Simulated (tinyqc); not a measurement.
Sp3 tight binding, zinc-blende lattice, step by step. One step of it, computed by the program tinyqc.

Question. Levels at k. Diagonalise the Hermitian matrix.

H(k) at k (eV), lower triangle (Hermitian):
```
                      a s                a px                 a py                 a pz
a s            -13.840000
a px             0.000000           -6.060000
a py             0.000000            0.000000            -6.060000
a pz             0.000000            0.000000             0.000000            -6.060000
c s   -2.498437+0.220131i  0.716715-0.296012i  -0.783374+0.270824i  -0.051662+4.106592i
c px  -0.716715+0.296012i  0.605682-0.053365i   0.059865-4.758580i   0.907748-0.313822i
c py   0.783374-0.270824i  0.059865-4.758580i   0.605682-0.053365i  -0.830505+0.343009i
c pz   0.051662-4.106592i  0.907748-0.313822i  -0.830505+0.343009i   0.605682-0.053365i

             c s       c px       c py       c pz
c s   -13.840000
c px    0.000000  -6.060000
c py    0.000000   0.000000  -6.060000
c pz    0.000000   0.000000   0.000000  -6.060000
```

Give: eigenvalues; weights |c|^2 of the basis functions.

Answer.

eigenvalues (eV): -17.802  -13.926  -11.070  -10.918  -4.338  -3.816  -1.202  -0.968

weights |c|^2 of the basis functions:
```
      band 1  band 2  band 3  band 4  band 5  band 6  band 7  band 8
a s    0.448   0.362   0.005   0.000   0.127   0.056   0.000   0.002
a px   0.001   0.011   0.225   0.254   0.014   0.011   0.252   0.233
a py   0.001   0.012   0.230   0.246   0.017   0.012   0.248   0.234
a pz   0.050   0.115   0.040   0.000   0.342   0.421   0.000   0.031
c s    0.448   0.362   0.005   0.000   0.127   0.056   0.000   0.002
c px   0.001   0.011   0.225   0.254   0.014   0.011   0.252   0.233
c py   0.001   0.012   0.230   0.246   0.017   0.012   0.248   0.234
c pz   0.050   0.115   0.040   0.000   0.342   0.421   0.000   0.031
```
